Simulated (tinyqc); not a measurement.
Inputs raised by 5 %, one at a time: donor in an ellipsoidal valley (Kohn-Luttinger variational method). Computed by tinyqc, a small Python program. Command: `OMP_NUM_THREADS=1 python tinyqc.py 3005120 3005121 out.jsonl kohnlutt sens`. One thread of a shared host (Intel(R) Xeon(R) Processor @ 2.30GHz), about 0.07 s of CPU time with the checks.

H = -(d^2/dx^2 + d^2/dy^2) - gamma d^2/dz^2 - 2/r in units built on m_t, with gamma = m_t/m_l and z along the valley axis. One valley; no valley-orbit or central-cell term.

Inputs (values chosen for the exercise, modelled on GaP): transverse mass m_t = 0.249 m_0; longitudinal mass m_l = 1.23 m_0; dielectric constant eps = 10.8.

Constants: Ry = 13.605693123 eV; a_0 = 0.529177210903 angstrom.

Method:
- Ry* = Ry m_t/eps^2, a* = a_0 eps/m_t, gamma = m_t/m_l.
- Trial function exp(-sqrt((x^2 + y^2)/a^2 + z^2/b^2)) with beta = b/a < 1: E = t/a^2 - u/a, t = (2 + gamma/beta^2)/3, u = 2 arcsin(sqrt(1 - beta^2))/sqrt(1 - beta^2); the best a is 2 t/u and E(beta) = -u^2/(4 t).
- Golden-section search on beta from 0.05 to 0.999, 60 steps.
- Gaussian basis: g = P exp(-al (x^2 + y^2) - be z^2) with P = 1 (s-like), z (2p0) or x (2p+-); al = 0.004 x 2.6^k, k = 0..11, and be/al = 1, gamma^(-1/2) or 1/gamma (36 functions); 1/r = (2/sqrt(pi)) int exp(-t^2 r^2) dt by 48 Gauss-Legendre points after t = sqrt(al_i + al_j) tan(theta); overlap eigenvalues below 1e-10 are dropped.

Runs; columns: (1) input moved; (2) from; (3) to; (4) 1s binding energy, trial function (meV); (5) 2p0 binding energy (meV); (6) 2p+- binding energy (meV); (7) radius a of the 1s trial function (angstrom):
```
(1)                            (2)      (3)    (4)    (5)    (6)    (7)
base run                         -        -  45.75  16.94  9.353  17.10
transverse mass m_t (m_0)    0.249  0.26145  47.48  17.39  9.763  16.41
longitudinal mass m_l (m_0)   1.23   1.2915  46.29  17.33  9.409  16.98
dielectric constant eps       10.8    11.34  41.50  15.37  8.484  17.96
```

Exponents ln(y'/y) / ln(x'/x):
```
input                    1s binding energy, trial function  2p0 binding energy  2p+- binding energy  radius a of the 1s trial function
transverse mass m_t                                  0.761               0.537                0.878                             -0.844
longitudinal mass m_l                                0.237               0.459                0.120                             -0.154
dielectric constant eps                             -2.000              -2.000               -2.000                              1.000
```

Which inputs matter most for each result?

Among the inputs moved here: 1s binding energy, trial function answers most in size to dielectric constant eps (exponent -2.000), next to transverse mass m_t (+0.761). Its exponent -2.000 in dielectric constant eps: energies scale as 1/eps^2 and lengths as eps. 2p0 binding energy answers most in size to dielectric constant eps (exponent -2.000), next to transverse mass m_t (+0.537). Its exponent -2.000 in dielectric constant eps: energies scale as 1/eps^2 and lengths as eps. 2p+- binding energy answers most in size to dielectric constant eps (exponent -2.000), next to transverse mass m_t (+0.878). Its exponent -2.000 in dielectric constant eps: energies scale as 1/eps^2 and lengths as eps. Radius a of the 1s trial function answers most in size to dielectric constant eps (exponent +1.000), next to transverse mass m_t (-0.844). Its exponent +1.000 in dielectric constant eps: energies scale as 1/eps^2 and lengths as eps.
